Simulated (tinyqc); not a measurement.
Gupta-type many-body potential for a metal: one step, computed by the program tinyqc.

E_i = sum_j A exp(-p (r_ij/r0 - 1)) - xi rho_i^gamma, with rho_i = sum_j exp(-2 q (r_ij/r0 - 1)); gamma = 1/2 is the tight-binding second-moment form. The crystal is fcc unless stated; d is the neighbour distance and a fixed number of shells is kept.

Problem. The (111) surface. fcc shells: d sqrt(k), k = 1..5, with 12, 6, 24, 12, 24 atoms; Omega = d^3/sqrt2. Cut the crystal without relaxation; an atom in layer l keeps the neighbours that lie below the surface plane. Excess = E_i + E_c. Surface energy = sum of excesses over the layers, divided by the area per surface atom: (sqrt3/2) d^2 for (111), d^2 for (100), sqrt2 d^2 for (110).

Inputs (values chosen for the exercise, modelled on copper): repulsion A = 0.0846 eV; hopping xi = 1.18 eV; decay p = 11.2; decay q = 2.35; reference distance r0 = 2.556 angstrom; shells kept = 3; embedding exponent gamma = 0.5.

Surface: (111).

neighbour distance d = 2.570216 angstrom

cohesive energy E_c = 3.336493 eV

Constants: 1 eV/angstrom^2 = 16.02176634 J/m^2.

Give: Layers; excess per surface atom; surface energy.

Solution.

Layers:
```
layer  nearest neighbours  repulsion (eV)     rho  excess (eV)
1                       9         0.71798   9.640      0.39080
2                      12         0.95882  13.159      0.01485
```

excess per surface atom = 0.40565 eV

surface energy = 1.1360 J/m^2
